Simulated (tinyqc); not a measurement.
From one set of inputs to another, one input at a time: admittance spectroscopy and thermally stimulated current of one trap level in a depletion layer. Computed by tinyqc, a small Python program. Command: `OMP_NUM_THREADS=1 python tinyqc.py 3110615 3110616 out.jsonl admit ladder`. One thread of a shared host (Intel(R) Xeon(R) Processor @ 2.30GHz), about 0.01 s of CPU time with the checks.

A Schottky junction on n-type material holds one donor-like electron trap; shallow donors are fully ionised and abrupt depletion edges are assumed.

The inputs printed are set A. Set A is modelled on n-type GaAs; the values taken over come from a set modelled on n-type GaN. Inputs not listed in the table keep their values of set A, so the rows need not describe a real material.

Inputs (values chosen for the exercise, modelled on n-type GaAs):
```
quantity                         value    unit
dielectric constant eps           13.1       -
density-of-states mass m        0.0682     m_0
shallow doping N               2.1e+15  1/cm^3
trap density N_t               1.1e+15  1/cm^3
trap depth E_t below the band    0.276      eV
capture cross section sigma    1.1e-14    cm^2
band bending V_b                   0.9       V
test frequency f                  2000      Hz
```

Constants: k_B = 1.380649e-23 J/K; m_0 = 9.1093837015e-31 kg; h = 6.62607015e-34 J s; k_B = 8.617333262e-05 eV/K; eps_0 = 8.8541878128e-12 F/m; e = 1.602176634e-19 C.

Method:
- N_c = 2 (2 pi m k_B T/h^2)^(3/2), v_th = sqrt(3 k_B T/m), emission rate e_n = sigma v_th N_c exp(-E_t/(k_B T)).
- Where the level crosses the Fermi level capture equals emission, so the trap follows the signal with the rate 2 e_n; G/omega peaks at omega = 2 e_n (the correction for large N_t/N is left out).
- Solve 2 e_n(T_p) = 2 pi f.
- With E_c - E_F = k_B T_p ln(N_c/N): lambda = sqrt(2 eps eps_0 (E_t - (E_c - E_F))/(e^2 N)); traps are empty and charged for x < x_t = w - lambda, and V_b = e (N w^2 + N_t x_t^2)/(2 eps eps_0). High frequency: C_hf = eps eps_0/w. Low frequency: C_lf = eps eps_0 (N + N_t)/(N w + N_t x_t).

Each row keeps all changes above it:
```
input moved                            from       to  step (C_lf - C_hf)/C_hf  C_hf (nF/cm^2)  lambda (nm)
set A                                     -        -                   0.2066           15.67        368.8
trap depth E_t below the band (eV)    0.276    0.201                   0.1765           15.90        318.3
trap density N_t (1/cm^3)           1.1e+15  2.2e+15                   0.3090           16.81        318.3
test frequency f (Hz)                  2000    80000                   0.2865           17.01        296.9
capture cross section sigma (cm^2)  1.1e-14  2.3e-15                   0.2722           17.14        283.1
band bending V_b (V)                    0.9      1.4                   0.2156           14.20        283.1
shallow doping N (1/cm^3)           2.1e+15  8.3e+16                   0.0094           74.62         56.2
density-of-states mass m (m_0)       0.0682    0.199                   0.0088           74.65         52.6
```

Step (C_lf - C_hf)/C_hf goes from 0.207 to 0.00881, a factor 0.0427 in all. The largest single move comes from shallow doping N (a factor 0.0437), and trap density N_t works against it (a factor 1.75). C_hf goes from 15.7 to 74.7, a factor 4.77 in all. The largest single move comes from shallow doping N (a factor 5.25), and band bending V_b works against it (a factor 0.829). Lambda goes from 369 to 52.6, a factor 0.143 in all. The largest single move comes from shallow doping N (a factor 0.199). The single moves hold for this order of the switches; the total does not depend on the order.

Caution (rows set A, trap depth E_t below the band, trap density N_t, test frequency f, capture cross section sigma, band bending V_b): N_t/N is not small, so the peak moves away from omega = 2 e_n.

Extremes, crossings and ranges named in words are read from the listed rows.
